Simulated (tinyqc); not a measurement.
Worked calculation: ROHF in the sto-6g basis, for H4, spin multiplicity 3. This run ends on a higher stationary point, not on the lowest solution. One step of it, computed by the program tinyqc.

Question. Iteration 6 (converged): orbitals. Diagonalise F' = X^T F X, C = X C', fill 3 alpha and 1 beta electrons from the bottom; D(s) = C_occ C_occ^T. Each column has its largest component positive (the first on a tie).

converged F (hartree), order 1H 1s, 2H 1s, 3H 1s, 4H 1s:
$$\begin{pmatrix}
-0.165254 & -0.320265 & 0.022947 & 0.016872 \\
-0.320265 & -0.170562 & -0.063367 & 0.022947 \\
0.022947 & -0.063367 & -0.170562 & -0.320265 \\
0.016872 & 0.022947 & -0.320265 & -0.165254
\end{pmatrix}$$

X, order 1H 1s, 2H 1s, 3H 1s, 4H 1s:
$$\begin{pmatrix}
-0.626424 & 0.669693 & 0.462412 & 0.381892 \\
0.724090 & -0.585521 & 0.400042 & 0.436792 \\
-0.724090 & -0.585521 & -0.400042 & 0.436792 \\
0.626424 & 0.669693 & -0.462412 & 0.381892
\end{pmatrix}$$

Give: F' = X^T F X; orbital energies; coefficients C; D(alpha) after iteration 6; D(beta) after iteration 6.

Answer.

F' = X^T F X (hartree):
$$\begin{pmatrix}
0.3674 & 0.0000 & -0.0144 & 0.0000 \\
0.0000 & 0.1728 & 0.0000 & 0.0028 \\
-0.0144 & 0.0000 & -0.3662 & 0.0000 \\
0.0000 & 0.0028 & 0.0000 & -0.3309
\end{pmatrix}$$

orbital energies (hartree): MO1 -0.3664, MO2 -0.3309, MO3 0.1729, MO4 0.3676

coefficients C, order 1H 1s, 2H 1s, 3H 1s, 4H 1s:
$$\begin{pmatrix}
0.4500 & 0.3782 & 0.6718 & -0.6354 \\
0.4142 & 0.4400 & -0.5831 & 0.7161 \\
-0.4142 & 0.4400 & -0.5831 & -0.7161 \\
-0.4500 & 0.3782 & 0.6718 & 0.6354
\end{pmatrix}$$

D(alpha) after iteration 6, order 1H 1s, 2H 1s, 3H 1s, 4H 1s:
$$\begin{pmatrix}
0.7969 & -0.0389 & -0.4117 & 0.3918 \\
-0.0389 & 0.7052 & 0.3621 & -0.4117 \\
-0.4117 & 0.3621 & 0.7052 & -0.0389 \\
0.3918 & -0.4117 & -0.0389 & 0.7969
\end{pmatrix}$$

D(beta) after iteration 6, order 1H 1s, 2H 1s, 3H 1s, 4H 1s:
$$\begin{pmatrix}
0.2025 & 0.1864 & -0.1864 & -0.2025 \\
0.1864 & 0.1715 & -0.1715 & -0.1864 \\
-0.1864 & -0.1715 & 0.1715 & 0.1864 \\
-0.2025 & -0.1864 & 0.1864 & 0.2025
\end{pmatrix}$$
